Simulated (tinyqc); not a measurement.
Worked calculation (part 1 of 2): RHF in the sto-6g basis, for BeH+, spin multiplicity 1. Computed by tinyqc, a small Python program that keeps every step (integrals from PySCF). Settings: charge = 1, multiplicity = 1, basis = sto-6g, energy threshold = 1e-09, iteration cap = 78, orthogonalisation = symmetric, start = atomic densities, DIIS depth = 6, method = RHF. Command: `OMP_NUM_THREADS=1 python tinyqc.py 23894 23895 out.jsonl` (the two numbers bound the seeds that draw the settings). One thread of a shared host (Intel(R) Xeon(R) Processor @ 2.60GHz), about 0.1 s of CPU time with the checks. Later iterations appear only in the table of the cycle.

## One-electron integrals

Geometry (angstrom):
```
atom        x        y        z
Be    0.00000  0.00000  0.00000
H     0.00000  0.00000  1.40000
```

Basis sto-6g: exponents (1/bohr^2) and contraction coefficients of normalised primitives:
```
element  l (shell)   exponent  coefficient
Be           s (1)  312.87049      0.00916
Be           s (1)   57.36446      0.04936
Be           s (1)   16.04851      0.16854
Be           s (1)    5.51310      0.37056
Be           s (1)    2.14090      0.41649
Be           s (1)    0.88174      0.13033
Be           s (2)   13.63325     -0.01325
Be           s (2)    2.69838     -0.04699
Be           s (2)    0.83865     -0.03379
Be           s (2)    0.32266      0.25024
Be           s (2)    0.14013      0.59512
Be           s (2)    0.06423      0.24071
Be           p (3)   13.63325      0.00376
Be           p (3)    2.69838      0.03768
Be           p (3)    0.83865      0.17390
Be           p (3)    0.32266      0.41804
Be           p (3)    0.14013      0.42586
Be           p (3)    0.06423      0.10171
H            s (1)   35.52322      0.00916
H            s (1)    6.51314      0.04936
H            s (1)    1.82214      0.16854
H            s (1)    0.62596      0.37056
H            s (1)    0.24308      0.41649
H            s (1)    0.10011      0.13033
```

Overlap, kinetic and nuclear-attraction integrals over the contracted functions; the nuclear repulsion is the sum of Za Zb / Rab.

nuclear repulsion = 1.5119349 hartree

overlap S, order 1Be 1s, 1Be 2s, 1Be 2px, 1Be 2py, 1Be 2pz, 2H 1s:
$$\begin{pmatrix}
1.00000 & 0.25476 & 0.00000 & 0.00000 & 0.00000 & 0.06312 \\
0.25476 & 1.00000 & 0.00000 & 0.00000 & 0.00000 & 0.43674 \\
0.00000 & 0.00000 & 1.00000 & 0.00000 & 0.00000 & 0.00000 \\
0.00000 & 0.00000 & 0.00000 & 1.00000 & 0.00000 & 0.00000 \\
0.00000 & 0.00000 & 0.00000 & 0.00000 & 1.00000 & 0.50769 \\
0.06312 & 0.43674 & 0.00000 & 0.00000 & 0.50769 & 1.00000
\end{pmatrix}$$

kinetic energy T (hartree), order 1Be 1s, 1Be 2s, 1Be 2px, 1Be 2py, 1Be 2pz, 2H 1s:
$$\begin{pmatrix}
6.76875 & -0.20738 & 0.00000 & 0.00000 & 0.00000 & -0.01396 \\
-0.20738 & 0.22012 & 0.00000 & 0.00000 & 0.00000 & 0.06016 \\
0.00000 & 0.00000 & 0.66127 & 0.00000 & 0.00000 & 0.00000 \\
0.00000 & 0.00000 & 0.00000 & 0.66127 & 0.00000 & 0.00000 \\
0.00000 & 0.00000 & 0.00000 & 0.00000 & 0.66127 & 0.17386 \\
-0.01396 & 0.06016 & 0.00000 & 0.00000 & 0.17386 & 0.76852
\end{pmatrix}$$

nuclear attraction V (hartree), order 1Be 1s, 1Be 2s, 1Be 2px, 1Be 2py, 1Be 2pz, 2H 1s:
$$\begin{pmatrix}
-15.09277 & -1.74703 & 0.00000 & 0.00000 & -0.01736 & -0.47811 \\
-1.74703 & -2.65724 & 0.00000 & 0.00000 & -0.14108 & -1.16221 \\
0.00000 & 0.00000 & -2.62074 & 0.00000 & 0.00000 & 0.00000 \\
0.00000 & 0.00000 & 0.00000 & -2.62074 & 0.00000 & 0.00000 \\
-0.01736 & -0.14108 & 0.00000 & 0.00000 & -2.72994 & -1.34107 \\
-0.47811 & -1.16221 & 0.00000 & 0.00000 & -1.34107 & -2.74234
\end{pmatrix}$$

core Hamiltonian H = T + V (hartree), order 1Be 1s, 1Be 2s, 1Be 2px, 1Be 2py, 1Be 2pz, 2H 1s:
$$\begin{pmatrix}
-8.32402 & -1.95441 & 0.00000 & 0.00000 & -0.01736 & -0.49207 \\
-1.95441 & -2.43712 & 0.00000 & 0.00000 & -0.14108 & -1.10205 \\
0.00000 & 0.00000 & -1.95947 & 0.00000 & 0.00000 & 0.00000 \\
0.00000 & 0.00000 & 0.00000 & -1.95947 & 0.00000 & 0.00000 \\
-0.01736 & -0.14108 & 0.00000 & 0.00000 & -2.06868 & -1.16721 \\
-0.49207 & -1.10205 & 0.00000 & 0.00000 & -1.16721 & -1.97382
\end{pmatrix}$$

## Two-electron integrals

Functions are numbered as in S; the eight-fold symmetry (ij|kl) = (ji|kl) = (kl|ij) leaves the list below.

Two-electron integrals (ij|kl) in chemists' order, unique and non-zero (hartree):
```
(11|11) 2.30000   (21|11) 0.36188   (21|21) 0.07193   (22|11) 0.57033
(22|21) 0.13965   (22|22) 0.41777   (31|31) 0.01525   (32|31) 0.02255
(32|32) 0.09234   (33|11) 0.57033   (33|21) 0.13965   (33|22) 0.41777
(33|33) 0.45012   (41|41) 0.01525   (42|41) 0.02255   (42|42) 0.09234
(43|43) 0.02426   (44|11) 0.57033   (44|21) 0.13965   (44|22) 0.41777
(44|33) 0.40160   (44|44) 0.45012   (51|51) 0.01525   (52|51) 0.02255
(52|52) 0.09234   (53|53) 0.02426   (54|54) 0.02426   (55|11) 0.57033
(55|21) 0.13965   (55|22) 0.41777   (55|33) 0.40160   (55|44) 0.40160
(55|55) 0.45012   (61|11) 0.09237   (61|21) 0.01782   (61|22) 0.03441
(61|33) 0.03412   (61|44) 0.03412   (61|51) 0.00176   (61|52) 0.00340
(61|55) 0.03497   (61|61) 0.00467   (62|11) 0.20942   (62|21) 0.05202
(62|22) 0.16795   (62|33) 0.16176   (62|44) 0.16176   (62|51) 0.00727
(62|52) 0.04184   (62|55) 0.18032   (62|61) 0.01421   (62|62) 0.09839
(63|31) 0.00517   (63|32) 0.02315   (63|53) 0.00738   (63|63) 0.00936
(64|41) 0.00517   (64|42) 0.02315   (64|54) 0.00738   (64|64) 0.00936
(65|11) 0.22114   (65|21) 0.05566   (65|22) 0.18790   (65|33) 0.17687
(65|44) 0.17687   (65|51) 0.01181   (65|52) 0.06535   (65|55) 0.20995
(65|61) 0.01599   (65|62) 0.12553   (65|65) 0.16585   (66|11) 0.37525
(66|21) 0.09515   (66|22) 0.34197   (66|33) 0.31724   (66|44) 0.31724
(66|51) 0.01609   (66|52) 0.11730   (66|55) 0.39142   (66|61) 0.02697
(66|62) 0.25175   (66|65) 0.34163   (66|66) 0.77500
```

## Orthogonalisation

S = U s U^T; symmetric (Loewdin) form X = U s^(-1/2) U^T, so that X^T S X = 1.

eigenvalues of S: [0.32152, 0.79726, 1.00000, 1.00000, 1.17131, 1.70991]

X, order 1Be 1s, 1Be 2s, 1Be 2px, 1Be 2py, 1Be 2pz, 2H 1s:
$$\begin{pmatrix}
1.02648 & -0.14177 & 0.00000 & 0.00000 & -0.01014 & 0.01952 \\
-0.14177 & 1.13939 & 0.00000 & 0.00000 & 0.12979 & -0.32071 \\
0.00000 & 0.00000 & 1.00000 & 0.00000 & 0.00000 & 0.00000 \\
0.00000 & 0.00000 & 0.00000 & 1.00000 & 0.00000 & 0.00000 \\
-0.01014 & 0.12979 & 0.00000 & 0.00000 & 1.14800 & -0.36689 \\
0.01952 & -0.32071 & 0.00000 & 0.00000 & -0.36689 & 1.25839
\end{pmatrix}$$

## Starting guess

The start is atomic minimal-basis densities projected into this basis (PySCF's MINAO start) and scaled to the electron count of each spin; this density is not idempotent, so its energy is not variational and may lie below the converged one.

D at the start, order 1Be 1s, 1Be 2s, 1Be 2px, 1Be 2py, 1Be 2pz, 2H 1s:
$$\begin{pmatrix}
1.72160 & -0.41547 & 0.00000 & 0.00000 & 0.01048 & -0.02546 \\
-0.41547 & 1.64785 & 0.00000 & 0.00000 & -0.02471 & 0.11792 \\
0.00000 & 0.00000 & 0.00000 & 0.00000 & 0.00000 & 0.00000 \\
0.00000 & 0.00000 & 0.00000 & 0.00000 & 0.00000 & 0.00000 \\
0.01048 & -0.02471 & 0.00000 & 0.00000 & 0.00175 & 0.02929 \\
-0.02546 & 0.11792 & 0.00000 & 0.00000 & 0.02929 & 0.71096
\end{pmatrix}$$

## Iteration 1: building the Fock matrix

J_ij = sum D_kl (ij|kl), K_ij = sum D_kl (ik|jl); F = H + J - 0.5 K; E = tr D H + tr D J / 2 - 0.25 tr D K + E_nn.

Coulomb J (hartree), order 1Be 1s, 1Be 2s, 1Be 2px, 1Be 2py, 1Be 2pz, 2H 1s:
$$\begin{pmatrix}
4.92422 & 0.87588 & 0.00000 & 0.00000 & 0.01296 & 0.22408 \\
0.87588 & 1.84699 & 0.00000 & 0.00000 & 0.09282 & 0.80129 \\
0.00000 & 0.00000 & 1.82729 & 0.00000 & 0.00000 & 0.00000 \\
0.00000 & 0.00000 & 0.00000 & 1.82729 & 0.00000 & 0.00000 \\
0.01296 & 0.09282 & 0.00000 & 0.00000 & 1.88638 & 0.92288 \\
0.22408 & 0.80129 & 0.00000 & 0.00000 & 0.92288 & 1.75471
\end{pmatrix}$$

exchange K (hartree), order 1Be 1s, 1Be 2s, 1Be 2px, 1Be 2py, 1Be 2pz, 2H 1s:
$$\begin{pmatrix}
3.78044 & 0.60116 & 0.00000 & 0.00000 & 0.01616 & 0.17448 \\
0.60116 & 0.80574 & 0.00000 & 0.00000 & 0.11102 & 0.50182 \\
0.00000 & 0.00000 & 0.17200 & 0.00000 & 0.00000 & 0.00000 \\
0.00000 & 0.00000 & 0.00000 & 0.17200 & 0.00000 & 0.00000 \\
0.01616 & 0.11102 & 0.00000 & 0.00000 & 0.30549 & 0.34935 \\
0.17448 & 0.50182 & 0.00000 & 0.00000 & 0.34935 & 0.78179
\end{pmatrix}$$

Fock matrix F (hartree), order 1Be 1s, 1Be 2s, 1Be 2px, 1Be 2py, 1Be 2pz, 2H 1s:
$$\begin{pmatrix}
-5.29002 & -1.37910 & 0.00000 & 0.00000 & -0.01248 & -0.35523 \\
-1.37910 & -0.99299 & 0.00000 & 0.00000 & -0.10377 & -0.55167 \\
0.00000 & 0.00000 & -0.21818 & 0.00000 & 0.00000 & 0.00000 \\
0.00000 & 0.00000 & 0.00000 & -0.21818 & 0.00000 & 0.00000 \\
-0.01248 & -0.10377 & 0.00000 & 0.00000 & -0.33504 & -0.41901 \\
-0.35523 & -0.55167 & 0.00000 & 0.00000 & -0.41901 & -0.61000
\end{pmatrix}$$

total energy of this density = -12.7829741 hartree

This density is the starting one; it is not idempotent, so its energy is not variational and may lie below the converged one.

## Iteration 1: diagonalisation and new density

Diagonalise F' = X^T F X, C = X C', fill 2 alpha and 2 beta electrons from the bottom; D = 2 C_occ C_occ^T. Each column has its largest component positive (the first on a tie).

F' = X^T F X (hartree):
$$\begin{pmatrix}
-5.20375 & -0.62658 & 0.00000 & 0.00000 & -0.00898 & -0.05935 \\
-0.62658 & -0.64276 & 0.00000 & 0.00000 & 0.03790 & -0.30660 \\
0.00000 & 0.00000 & -0.21818 & 0.00000 & 0.00000 & 0.00000 \\
0.00000 & 0.00000 & 0.00000 & -0.21818 & 0.00000 & 0.00000 \\
-0.00898 & 0.03790 & 0.00000 & 0.00000 & -0.16507 & -0.30969 \\
-0.05935 & -0.30660 & 0.00000 & 0.00000 & -0.30969 & -0.30745
\end{pmatrix}$$

orbital energies (hartree): MO1 -5.29029, MO2 -0.79095, MO3 -0.39095, MO4 -0.21818, MO5 -0.21818, MO6 0.15315

coefficients C, order 1Be 1s, 1Be 2s, 1Be 2px, 1Be 2py, 1Be 2pz, 2H 1s:
$$\begin{pmatrix}
0.99814 & -0.21061 & -0.15684 & 0.00000 & 0.00000 & 0.09492 \\
0.00700 & 0.68761 & 0.72830 & 0.00000 & 0.00000 & -0.65934 \\
0.00000 & 0.00000 & 0.00000 & 0.99987 & -0.01596 & 0.00000 \\
0.00000 & 0.00000 & 0.00000 & 0.01596 & 0.99987 & 0.00000 \\
0.00229 & 0.16776 & -0.55227 & 0.00000 & 0.00000 & -1.06598 \\
0.00081 & 0.44452 & -0.47383 & 0.00000 & 0.00000 & 1.18291
\end{pmatrix}$$

D after iteration 1, order 1Be 1s, 1Be 2s, 1Be 2px, 1Be 2py, 1Be 2pz, 2H 1s:
$$\begin{pmatrix}
2.08126 & -0.27565 & 0.00000 & 0.00000 & -0.06609 & -0.18563 \\
-0.27565 & 0.94571 & 0.00000 & 0.00000 & 0.23073 & 0.61132 \\
0.00000 & 0.00000 & 0.00000 & 0.00000 & 0.00000 & 0.00000 \\
0.00000 & 0.00000 & 0.00000 & 0.00000 & 0.00000 & 0.00000 \\
-0.06609 & 0.23073 & 0.00000 & 0.00000 & 0.05629 & 0.14915 \\
-0.18563 & 0.61132 & 0.00000 & 0.00000 & 0.14915 & 0.39520
\end{pmatrix}$$

Within a degenerate level the vectors are fixed only up to a rotation; this is one choice.

## Iteration 2: building the Fock matrix

As before.

Coulomb J (hartree), order 1Be 1s, 1Be 2s, 1Be 2px, 1Be 2py, 1Be 2pz, 2H 1s:
$$\begin{pmatrix}
5.59488 & 0.96464 & 0.00000 & 0.00000 & 0.02651 & 0.24934 \\
0.96464 & 1.91239 & 0.00000 & 0.00000 & 0.15537 & 0.84646 \\
0.00000 & 0.00000 & 1.89096 & 0.00000 & 0.00000 & 0.00000 \\
0.00000 & 0.00000 & 0.00000 & 1.89096 & 0.00000 & 0.00000 \\
0.02651 & 0.15537 & 0.00000 & 0.00000 & 1.95525 & 0.97970 \\
0.24934 & 0.84646 & 0.00000 & 0.00000 & 0.97970 & 1.83195
\end{pmatrix}$$

exchange K (hartree), order 1Be 1s, 1Be 2s, 1Be 2px, 1Be 2py, 1Be 2pz, 2H 1s:
$$\begin{pmatrix}
4.64613 & 0.72733 & 0.00000 & 0.00000 & 0.00675 & 0.19104 \\
0.72733 & 0.71039 & 0.00000 & 0.00000 & 0.32199 & 0.60948 \\
0.00000 & 0.00000 & 0.14028 & 0.00000 & 0.00000 & 0.00000 \\
0.00000 & 0.00000 & 0.00000 & 0.14028 & 0.00000 & 0.00000 \\
0.00675 & 0.32199 & 0.00000 & 0.00000 & 0.33566 & 0.46631 \\
0.19104 & 0.60948 & 0.00000 & 0.00000 & 0.46631 & 0.86605
\end{pmatrix}$$

Fock matrix F (hartree), order 1Be 1s, 1Be 2s, 1Be 2px, 1Be 2py, 1Be 2pz, 2H 1s:
$$\begin{pmatrix}
-5.05221 & -1.35343 & 0.00000 & 0.00000 & 0.00578 & -0.33825 \\
-1.35343 & -0.87992 & 0.00000 & 0.00000 & -0.14670 & -0.56033 \\
0.00000 & 0.00000 & -0.13865 & 0.00000 & 0.00000 & 0.00000 \\
0.00000 & 0.00000 & 0.00000 & -0.13865 & 0.00000 & 0.00000 \\
0.00578 & -0.14670 & 0.00000 & 0.00000 & -0.28126 & -0.42066 \\
-0.33825 & -0.56033 & 0.00000 & 0.00000 & -0.42066 & -0.57490
\end{pmatrix}$$

total energy of this density = -14.7987938 hartree

## Iteration 2: DIIS over 2 matrices

error matrix X^T (FDS - SDF) X:
$$\begin{pmatrix}
0.00000 & 0.04854 & 0.00000 & 0.00000 & -0.05088 & -0.05058 \\
-0.04854 & 0.00000 & 0.00000 & 0.00000 & 0.06437 & 0.08583 \\
0.00000 & 0.00000 & 0.00000 & 0.00000 & 0.00000 & 0.00000 \\
0.00000 & 0.00000 & 0.00000 & 0.00000 & 0.00000 & 0.00000 \\
0.05088 & -0.06437 & 0.00000 & 0.00000 & 0.00000 & -0.02565 \\
0.05058 & -0.08583 & 0.00000 & 0.00000 & 0.02565 & 0.00000
\end{pmatrix}$$

B (overlaps of the stored error matrices):
$$\begin{pmatrix}
2.2939307e-01 & 5.0215100e-02 \\
5.0215100e-02 & 3.9344317e-02
\end{pmatrix}$$

Minimise |sum c_i e_i|^2 with sum c_i = 1: solve [B -1; -1 0][c; lambda] = [0; -1] with B_ij = tr e_i^T e_j, and take F = sum c_i F_i.

DIIS coefficients: [-0.06459, 1.06459]

extrapolated F (hartree), order 1Be 1s, 1Be 2s, 1Be 2px, 1Be 2py, 1Be 2pz, 2H 1s:
$$\begin{pmatrix}
-5.03685 & -1.35178 & 0.00000 & 0.00000 & 0.00696 & -0.33715 \\
-1.35178 & -0.87262 & 0.00000 & 0.00000 & -0.14948 & -0.56089 \\
0.00000 & 0.00000 & -0.13351 & 0.00000 & 0.00000 & 0.00000 \\
0.00000 & 0.00000 & 0.00000 & -0.13351 & 0.00000 & 0.00000 \\
0.00696 & -0.14948 & 0.00000 & 0.00000 & -0.27778 & -0.42077 \\
-0.33715 & -0.56089 & 0.00000 & 0.00000 & -0.42077 & -0.57263
\end{pmatrix}$$

## Iteration 2: diagonalisation and new density

As before.

F' = X^T F X (hartree):
$$\begin{pmatrix}
-4.94226 & -0.65332 & 0.00000 & 0.00000 & 0.01196 & -0.04149 \\
-0.65332 & -0.49113 & 0.00000 & 0.00000 & 0.01039 & -0.36317 \\
0.00000 & 0.00000 & -0.13351 & 0.00000 & 0.00000 & 0.00000 \\
0.00000 & 0.00000 & 0.00000 & -0.13351 & 0.00000 & 0.00000 \\
0.01196 & 0.01039 & 0.00000 & 0.00000 & -0.09418 & -0.34218 \\
-0.04149 & -0.36317 & 0.00000 & 0.00000 & -0.34218 & -0.22951
\end{pmatrix}$$

orbital energies (hartree): MO1 -5.03798, MO2 -0.75084, MO3 -0.24753, MO4 -0.13351, MO5 -0.13351, MO6 0.27927

coefficients C, order 1Be 1s, 1Be 2s, 1Be 2px, 1Be 2py, 1Be 2pz, 2H 1s:
$$\begin{pmatrix}
0.99564 & -0.19296 & -0.18288 & 0.00000 & 0.00000 & 0.11070 \\
0.01711 & 0.58773 & 0.75777 & 0.00000 & 0.00000 & -0.71978 \\
0.00000 & 0.00000 & 0.00000 & 0.99273 & -0.12034 & 0.00000 \\
0.00000 & 0.00000 & 0.00000 & 0.12034 & 0.99273 & 0.00000 \\
-0.00002 & 0.23087 & -0.60403 & 0.00000 & 0.00000 & -1.02533 \\
-0.00200 & 0.50584 & -0.32622 & 0.00000 & 0.00000 & 1.20793
\end{pmatrix}$$

D after iteration 2, order 1Be 1s, 1Be 2s, 1Be 2px, 1Be 2py, 1Be 2pz, 2H 1s:
$$\begin{pmatrix}
2.05708 & -0.19275 & 0.00000 & 0.00000 & -0.08914 & -0.19919 \\
-0.19275 & 0.69144 & 0.00000 & 0.00000 & 0.27138 & 0.59453 \\
0.00000 & 0.00000 & 0.00000 & 0.00000 & 0.00000 & 0.00000 \\
0.00000 & 0.00000 & 0.00000 & 0.00000 & 0.00000 & 0.00000 \\
-0.08914 & 0.27138 & 0.00000 & 0.00000 & 0.10660 & 0.23357 \\
-0.19919 & 0.59453 & 0.00000 & 0.00000 & 0.23357 & 0.51176
\end{pmatrix}$$

Within a degenerate level the vectors are fixed only up to a rotation; this is one choice.

## Iteration 3: building the Fock matrix

As before.

Coulomb J (hartree), order 1Be 1s, 1Be 2s, 1Be 2px, 1Be 2py, 1Be 2pz, 2H 1s:
$$\begin{pmatrix}
5.55447 & 0.95758 & 0.00000 & 0.00000 & 0.03122 & 0.24851 \\
0.95758 & 1.90156 & 0.00000 & 0.00000 & 0.18504 & 0.86631 \\
0.00000 & 0.00000 & 1.87479 & 0.00000 & 0.00000 & 0.00000 \\
0.00000 & 0.00000 & 0.00000 & 1.87479 & 0.00000 & 0.00000 \\
0.03122 & 0.18504 & 0.00000 & 0.00000 & 1.95510 & 1.01431 \\
0.24851 & 0.86631 & 0.00000 & 0.00000 & 1.01431 & 1.91901
\end{pmatrix}$$

exchange K (hartree), order 1Be 1s, 1Be 2s, 1Be 2px, 1Be 2py, 1Be 2pz, 2H 1s:
$$\begin{pmatrix}
4.63072 & 0.73547 & 0.00000 & 0.00000 & 0.00164 & 0.19129 \\
0.73547 & 0.64170 & 0.00000 & 0.00000 & 0.36964 & 0.62574 \\
0.00000 & 0.00000 & 0.12281 & 0.00000 & 0.00000 & 0.00000 \\
0.00000 & 0.00000 & 0.00000 & 0.12281 & 0.00000 & 0.00000 \\
0.00164 & 0.36964 & 0.00000 & 0.00000 & 0.39046 & 0.55834 \\
0.19129 & 0.62574 & 0.00000 & 0.00000 & 0.55834 & 0.99992
\end{pmatrix}$$

Fock matrix F (hartree), order 1Be 1s, 1Be 2s, 1Be 2px, 1Be 2py, 1Be 2pz, 2H 1s:
$$\begin{pmatrix}
-5.08491 & -1.36456 & 0.00000 & 0.00000 & 0.01304 & -0.33921 \\
-1.36456 & -0.85641 & 0.00000 & 0.00000 & -0.14086 & -0.54862 \\
0.00000 & 0.00000 & -0.14609 & 0.00000 & 0.00000 & 0.00000 \\
0.00000 & 0.00000 & 0.00000 & -0.14609 & 0.00000 & 0.00000 \\
0.01304 & -0.14086 & 0.00000 & 0.00000 & -0.30881 & -0.43207 \\
-0.33921 & -0.54862 & 0.00000 & 0.00000 & -0.43207 & -0.55476
\end{pmatrix}$$

total energy of this density = -14.8177765 hartree

## Iteration 3: DIIS over 3 matrices

error matrix X^T (FDS - SDF) X:
$$\begin{pmatrix}
0.00000 & 0.00139 & 0.00000 & 0.00000 & -0.01611 & 0.00399 \\
-0.00139 & 0.00000 & 0.00000 & 0.00000 & 0.02646 & 0.00407 \\
0.00000 & 0.00000 & 0.00000 & 0.00000 & 0.00000 & 0.00000 \\
0.00000 & 0.00000 & 0.00000 & 0.00000 & 0.00000 & 0.00000 \\
0.01611 & -0.02646 & 0.00000 & 0.00000 & 0.00000 & -0.02685 \\
-0.00399 & -0.00407 & 0.00000 & 0.00000 & 0.02685 & 0.00000
\end{pmatrix}$$

B (overlaps of the stored error matrices):
$$\begin{pmatrix}
2.2939307e-01 & 5.0215100e-02 & 1.2619192e-02 \\
5.0215100e-02 & 3.9344317e-02 & 6.8537259e-03 \\
1.2619192e-02 & 6.8537259e-03 & 3.4297717e-03
\end{pmatrix}$$

As before.

DIIS coefficients: [-0.03085, -0.08153, 1.11238]

extrapolated F (hartree), order 1Be 1s, 1Be 2s, 1Be 2px, 1Be 2py, 1Be 2pz, 2H 1s:
$$\begin{pmatrix}
-5.08125 & -1.36502 & 0.00000 & 0.00000 & 0.01442 & -0.33879 \\
-1.36502 & -0.85028 & 0.00000 & 0.00000 & -0.14152 & -0.54757 \\
0.00000 & 0.00000 & -0.14447 & 0.00000 & 0.00000 & 0.00000 \\
0.00000 & 0.00000 & 0.00000 & -0.14447 & 0.00000 & 0.00000 \\
0.01442 & -0.14152 & 0.00000 & 0.00000 & -0.31025 & -0.43340 \\
-0.33879 & -0.54757 & 0.00000 & 0.00000 & -0.43340 & -0.55142
\end{pmatrix}$$

## Iteration 3: diagonalisation and new density

As before.

F' = X^T F X (hartree):
$$\begin{pmatrix}
-4.98501 & -0.66417 & 0.00000 & 0.00000 & 0.01896 & -0.04328 \\
-0.66417 & -0.46387 & 0.00000 & 0.00000 & 0.02004 & -0.36515 \\
0.00000 & 0.00000 & -0.14447 & 0.00000 & 0.00000 & 0.00000 \\
0.00000 & 0.00000 & 0.00000 & -0.14447 & 0.00000 & 0.00000 \\
0.01896 & 0.02004 & 0.00000 & 0.00000 & -0.12215 & -0.35858 \\
-0.04328 & -0.36515 & 0.00000 & 0.00000 & -0.35858 & -0.19525
\end{pmatrix}$$

orbital energies (hartree): MO1 -5.08245, MO2 -0.73227, MO3 -0.25965, MO4 -0.14447, MO5 -0.14447, MO6 0.30809

coefficients C, order 1Be 1s, 1Be 2s, 1Be 2px, 1Be 2py, 1Be 2pz, 2H 1s:
$$\begin{pmatrix}
0.99563 & -0.18613 & -0.18735 & 0.00000 & 0.00000 & 0.11499 \\
0.01702 & 0.56539 & 0.75177 & 0.00000 & 0.00000 & -0.74357 \\
0.00000 & 0.00000 & 0.00000 & 0.96522 & -0.26143 & 0.00000 \\
0.00000 & 0.00000 & 0.00000 & 0.26143 & 0.96522 & 0.00000 \\
-0.00185 & 0.26939 & -0.63510 & 0.00000 & 0.00000 & -0.99676 \\
-0.00145 & 0.50274 & -0.25519 & 0.00000 & 0.00000 & 1.22618
\end{pmatrix}$$

D after iteration 3, order 1Be 1s, 1Be 2s, 1Be 2px, 1Be 2py, 1Be 2pz, 2H 1s:
$$\begin{pmatrix}
2.05183 & -0.17658 & 0.00000 & 0.00000 & -0.10397 & -0.19004 \\
-0.17658 & 0.63992 & 0.00000 & 0.00000 & 0.30456 & 0.56844 \\
0.00000 & 0.00000 & 0.00000 & 0.00000 & 0.00000 & 0.00000 \\
0.00000 & 0.00000 & 0.00000 & 0.00000 & 0.00000 & 0.00000 \\
-0.10397 & 0.30456 & 0.00000 & 0.00000 & 0.14515 & 0.27088 \\
-0.19004 & 0.56844 & 0.00000 & 0.00000 & 0.27088 & 0.50550
\end{pmatrix}$$

Within a degenerate level the vectors are fixed only up to a rotation; this is one choice.
